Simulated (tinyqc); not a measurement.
Inside a calculation. Method: coherent transport through a tight-binding region between two chains. One step of it, computed by the program tinyqc.

Question. Transmission at E = 0.58 eV. Surface Green function g = (E - i sqrt(4 t^2 - E^2)) / (2 t^2); self-energy tc^2 g on each contact site; G = (E - H - Sigma)^(-1); Gamma = -2 Im Sigma; T = Gamma_L Gamma_R |G_LR|^2; local density of states -Im G_ii / pi.

H of the central region (eV):
```
           1          2
1   0.060000  -1.970000
2  -1.970000   0.130000
```

Leads: semi-infinite chains with site energy 0:
```
parameter                           value
lead hopping t (eV)              1.940000
coupling to the left lead (eV)   0.760000
coupling to the right lead (eV)  1.120000
left contact site                       1
right contact site                      2
```

E = 0.580000 eV

Give: g; G; local density of states; transmission.

Answer.

g = 0.077-0.510i 1/eV

G (1/eV):
```
               1              2
1  -0.073-0.171i   0.500+0.052i
2   0.500+0.052i  -0.113-0.087i
```

local density of states (1/eV): 0.055  0.028

transmission = 0.190
